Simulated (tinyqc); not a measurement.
Tight binding, honeycomb lattice, step by step. One step of it, computed by the program tinyqc.

Question. Bloch Hamiltonian at K. H_AB = -t1 (1 + exp(-i k.a1) + exp(-i k.a2)); H_AA = delta - 2 t2 sum cos(k.b + phi), H_BB = -delta - 2 t2 sum cos(k.b - phi), b = a1, a2 - a1, -a2.

Parameters chosen for this model:
```
parameter,value,unit
t1,2.520000,"eV, nearest"
t2,0.150000,"eV, second neighbours"
phi,-0.610000,"rad, phase of t2 (Haldane)"
delta,1.940000,"eV, +/- on A and B"
```

k point K (fractions of the reciprocal vectors): 0.333333  0.666667

Give: H(k) at K.

Answer.

H(k) at K (eV):
```
,A,B
A,1.8623,0.0000
B,0.0000,-1.1247
```
